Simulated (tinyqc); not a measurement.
Input admittance of a MOSFET at zero drain bias: distributed channel and distributed gate: one step of the calculation.

Source and drain grounded, strong inversion, w = 2 pi f, Cox = eps0 eox/tox. The channel is an RC line of resistance 1/(mu Cox Vo) per square fed from both ends, so one finger has the intrinsic admittance y = i w Cox L tanh(g)/g per width, g = (1/2) sqrt(i w tau), tau = L^2/(mu Vo). The vertical resistance rv/L is in series with y, the overlaps 2 i w Cov in parallel: y_t = 1/(1/y + rv/L) + 2 i w Cov. The gate strip is a line of Rsh/L per length loaded by y_t, so a finger has Y = y_t Wf tanh(k)/k, k = (Wf/sd) sqrt(y_t Rsh/L); the device has Nf Y.

Problem. Input impedance of the device. k and Y as defined; Z = 1/(Nf Y) = R + 1/(i w C); Q = |Im Z|/R; signal at the point farthest from a contact |1/cosh k|.

Parameters, values chosen for the exercise; values of the order met in silicon radio-frequency transistors: channel length L = 0.26 um; finger width Wf = 0.88 um; number of fingers Nf = 32; sheet resistance of the gate Rsh = 12 ohm/square; number of ends at which a finger is contacted sd = 2; frequency f = 25 GHz.

y_t = 20.60060+632.58226i uS/um

Wanted: k; Nf Y; R; C; Q; signal at the far point.

Solution.

k = 0.054034+0.052303i
Nf Y = 0.614+17.811i mS
R = 1.9320 ohm
C = 113.52 fF
Q = 29.026
signal at the far point = 0.99991

Program tinyqc, `OMP_NUM_THREADS=1 python tinyqc.py 2262042 2262043 out.jsonl`; Intel Xeon 2.30GHz, shared host, one thread, about 0.01 s.
